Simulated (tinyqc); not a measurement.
# Band bending at a free surface with a continuum of surface states, surface photovoltage and Kelvin probe: what changes with what

n-type bulk, xi = Ec - EF = Vt ln(Nc/Nd), p0 = ni^2/Nd, ni = sqrt(Nc Nv) exp(-Eg/(2 Vt)), Eg in volts. b is the upward band bending, u = b/Vt. Space charge per area, in units of q: Qc = sign(b) sqrt((2 eps0 eps_r Vt/q) [(Nd + dn)(exp(-u) - 1) + Nd u + (p0 + dn)(exp(u) - 1)]), with dn the excess density under light (flat quasi-Fermi levels; 0 in the dark). The states hold -Ds (E0 - xi - b): negative while the Fermi level lies above the neutrality level. Neutrality: Qc + Qf + (charge of the states) = 0.

Values chosen for this exercise; band and dielectric values close to those of silicon:
- T = 300 K (temperature)
- Eg = 1.12 eV (band gap)
- eps_r = 11.6 (relative permittivity)
- Nc = 2.76e19 cm^-3 (conduction-band density of states at T)
- Nv = 2.67e19 cm^-3 (valence-band density of states at T)
- chi = 4.06 eV (electron affinity)
- Nd = 3.1e17 cm^-3 (donor density)
- Qf = 1.6e10 cm^-2 (fixed positive charge at the surface)
- pt = 4.64 eV (work function of the probe tip)
- Ds = 2.6e13 cm^-2 eV^-1 (density of surface states)
- E0 = 0.35 eV (depth of their neutrality level below the conduction edge)

Constants: q = 1.602176634e-19 C, kB = 1.380649e-23 J/K, Vt = kB T/q, eps0 = 8.8541878128e-14 F/cm where lengths are in cm. Results are converted to the units shown.

Each table varies one quantity; the others keep the values above.

## Photovoltage against injection

Under chopped light the surface charge keeps its dark value, so b falls to bL with Qc(bL, dn) = Qc(b, 0); the photovoltage is b - bL.

Result of one run:
```
dn (cm^-3)   bL (V)  photovoltage (mV)  share of b removed (%)
2.9e14      0.17779             23.429                  11.643
```

What becomes of these results when the excess carrier density under light dn is changed from 2.9e14 to 2.9e8 cm^-3, all else the same?

Result of the changed run:
```
dn (cm^-3)   bL (V)  photovoltage (mV)  share of b removed (%)
2.9e8       0.20122          5.8043e-5               2.8845e-5
```

The whole series:
```
dn (cm^-3)    bL (V)  photovoltage (mV)  share of b removed (%)
2.9e8        0.20122          5.8043e-5               2.8845e-5
2.9e9        0.20122          5.8042e-4               2.8845e-4
2.9e10       0.20122          0.0058030               0.0028839
2.9e11       0.20117           0.057913                0.028781
2.9e12       0.20066            0.56782                 0.28218
2.9e13       0.19641             4.8170                  2.3938
2.9e14       0.17779             23.429                  11.643
2.9e15       0.14226             58.962                  29.302
2.9e16      0.098062             103.16                  51.267
2.9e17      0.053283             147.94                  73.521
2.9e18      0.021012             180.21                  89.558
```

The photovoltage rises from 5.80e-5 to 180 mV, towards the full b = 201 mV. Its steepest rise is 44.8 mV a decade (Vt ln 10 = 59.5 mV), and it reaches 89.6 % of b in the last row: even strong light does not flatten the bands fully, so a saturation reading understates b. For dn = 2.9e18 the injection is high, and a Dember voltage, left out here, adds to the signal.

## Kelvin-probe contrast of the doping

Same model as above.

Work function chi + xi + b; contact potential difference CPD = (work function of the sample) - pt. b solves the neutrality condition in the dark.

Kelvin-probe contrast of the doping:
```
Nd (cm^-3)  xi (eV)    b (V)  CPD (mV)
1.3e14       0.3171  0.03211    -230.8
6.6e14       0.2751  0.07351    -231.4
3.3e15       0.2335   0.1136    -233.0
1.6e16       0.1927   0.1506    -236.8
7.9e16       0.1514   0.1827    -245.9
3.9e17       0.1101   0.2031    -266.8
1.9e18      0.06918   0.2008    -310.0
```

Read the table: what changes, and by how much?

xi falls by 248 mV over the table and the CPD by 79.2 mV; b goes from 0.0321 through a maximum of 0.203 (at Nd = 3.9e17 cm^-3 among the rows listed) to 0.201 V. Between the first two rows the CPD follows 1.43 % of the change of xi, and between the last two 106 %. It is below 100 % where b rises with the doping (pinning hides it). It exceeds 100 % where b falls as the doping rises.

Numbers from tinyqc (`OMP_NUM_THREADS=1 python tinyqc.py 2430006 2430007 out.jsonl`; about 0.01 s on one thread of a shared Intel Xeon 2.30GHz).
